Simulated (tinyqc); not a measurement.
Surface potential of a MOS transistor: implicit equation and explicit approximations: two steps of the calculation.

p-type body, charge-sheet picture, depletion and inversion only, full ionisation (an idealisation for deep acceptors), Boltzmann statistics (rough once Na exp(x - xn) passes about Nc/7). In units of Vt: xg = (Vg - Vfb)/Vt, x = psi/Vt, G = gamma/sqrt(Vt), xn = (2 phiF + Vc)/Vt. The implicit equation is (xg - x)^2 = G^2 [x - 1 + exp(x - xn)] for x above about 3. Cox = eps0 eox/tox.

Parameters, values chosen for the exercise; band and dielectric values close to those of silicon: temperature T = 400 K; relative permittivity of the gate insulator (close to silicon dioxide) eox = 3.9; insulator thickness tox = 19 nm; channel-body voltage Vc = 0 V.

Constants: q = 1.602176634e-19 C, kB = 1.380649e-23 J/K, Vt = kB T/q, eps0 = 8.8541878128e-14 F/cm where lengths are in cm. Results are converted to the units shown.

Problem 1. Explicit approximation. Depletion value a = 1 + [sqrt(G^2/4 + xg - 1) - G/2]^2; inversion value b = xn + ln[(xg - xn)^2/G^2 - xn + 1] and first guess y = min(a, b) - ln(1 + exp(-|a - b|)) if a > xn + 1, else b = y = a; one second-order correction with D = exp(y - xn), p = 2 (xg - y) + G^2 (1 + D), w = (xg - y)^2 - G^2 (y - 1 + D): z = y + 2 w/(p + sqrt(p^2 - 2 (2 - G^2 D) w)), or the Newton step z = y + w/p where the root is not real.

G = 3.2216317
xn = 18.032755
xg = 22.048584

Give: a; b; y; p; w; z.

Solution 1.

a = 11.573
b = 11.573
y = 11.573
p = 31.346
w = -0.016246
z = 11.573

The root of the implicit equation is x = 11.5725; y misses it by 5.2e-4 and z by -1.2e-14, in units of Vt.

Problem 2. Potential, charges and gate control. psi = Vt x; N_dep = Cox Vt G sqrt(x - 1)/q; N_inv = (Cox Vt G/q) [sqrt(x - 1 + exp(x - xn)) - sqrt(x - 1)]; dpsi/dVg = 1/[1 + G^2 (1 + exp(x - xn))/(2 (xg - x))].

converged x = 11.572534
G = 3.2216317
xn = 18.032755
xg = 22.048584

Find: psi; N_dep; N_inv; dpsi/dVg.

Solution 2.

psi = 0.39890 V
N_dep = 4.0959e11 cm^-2
N_inv = 3.0303e7 cm^-2
dpsi/dVg = 0.66839

psi lies 6.5 Vt below 2 phiF + Vc.

Numbers from tinyqc (`OMP_NUM_THREADS=1 python tinyqc.py 2122037 2122038 out.jsonl`; about 0.01 s on one thread of a shared Intel Xeon 2.30GHz).
